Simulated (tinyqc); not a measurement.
Worked calculation: Pariser-Parr-Pople SCF with singles CI, for the molecule [CH2+]c1ccccc1 (SMILES; centres numbered as the heavy atoms are written). One step of it, computed by the program tinyqc.

Task: Iteration 2: orbitals and new P. Diagonalise F (the basis is taken as orthonormal) and form P = 2 sum c c over the lowest orbitals.

F (eV):
```
           1C          2C         3C         4C         5C         6C         7C
1C  -9.065662   -4.762167  -0.654617   0.224056   0.436642   0.224056  -0.654617
2C  -4.762167  -11.333898  -4.113241   0.048589   0.482724   0.048589  -4.113241
3C  -0.654617   -4.113241  -9.648277  -4.908625  -0.459012   0.627336   0.502604
4C   0.224056    0.048589  -4.908625  -9.623428  -4.559229  -0.097958   0.627336
5C   0.436642    0.482724  -0.459012  -4.559229  -8.878980  -4.559229  -0.459012
6C   0.224056    0.048589   0.627336  -0.097958  -4.559229  -9.623428  -4.908625
7C  -0.654617   -4.113241   0.502604   0.627336  -0.459012  -4.908625  -9.648277
```

pi electrons, sum of z_r less the charge = 6

Give: orbital energies; P after iteration 2.

Result:

orbital energies (eV): -19.1495  -16.1345  -15.3830  -7.7738  -4.2934  -3.9006  -1.1872

P after iteration 2:
```
         1C       2C       3C       4C       5C       6C       7C
1C   0.4584   0.6930   0.2536  -0.1222  -0.2607  -0.1222   0.2536
2C   0.6930   1.1013   0.4816  -0.0244  -0.2108  -0.0244   0.4816
3C   0.2536   0.4816   0.8486   0.7255   0.1918  -0.2729  -0.2078
4C  -0.1222  -0.0244   0.7255   0.9841   0.6178   0.0405  -0.2729
5C  -0.2607  -0.2108   0.1918   0.6178   0.7750   0.6178   0.1918
6C  -0.1222  -0.0244  -0.2729   0.0405   0.6178   0.9841   0.7255
7C   0.2536   0.4816  -0.2078  -0.2729   0.1918   0.7255   0.8486
```
